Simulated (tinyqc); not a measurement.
Depth and level of a trap from the time ratio.

Question. For an oxide trap tc/te = exp(E/Vt) with E = E0 - dpsi - (xt/tox)(Vg - VT - dpsi), dpsi being the rise of the surface potential above its value at threshold. Find xt and E0, and the depth that would be read if dpsi were ignored.

Values chosen for this exercise:
- T = 250 K (temperature)
- tox = 4.6 nm (insulator thickness)

Constants: q = 1.602176634e-19 C, kB = 1.380649e-23 J/K, Vt = kB T/q. Results are converted to the units shown.

Vg - VT (V): [0.23, 0.38]
tc/te: [3.0133870, 0.12215317]
dpsi (V): [0.053217416, 0.065316415]

Solution. E + dpsi is a straight line in the oxide voltage Vg - VT - dpsi with slope -xt/tox and intercept E0. Ignoring dpsi assigns the motion of the bands to the trap and overstates its depth.

xt = 1.90 nm
E0 = 0.150 eV
depth read without dpsi = 2.12 nm

Program tinyqc, `OMP_NUM_THREADS=1 python tinyqc.py 2710055 2710056 out.jsonl`; Intel Xeon 2.30GHz, shared host, one thread, about 0.01 s.
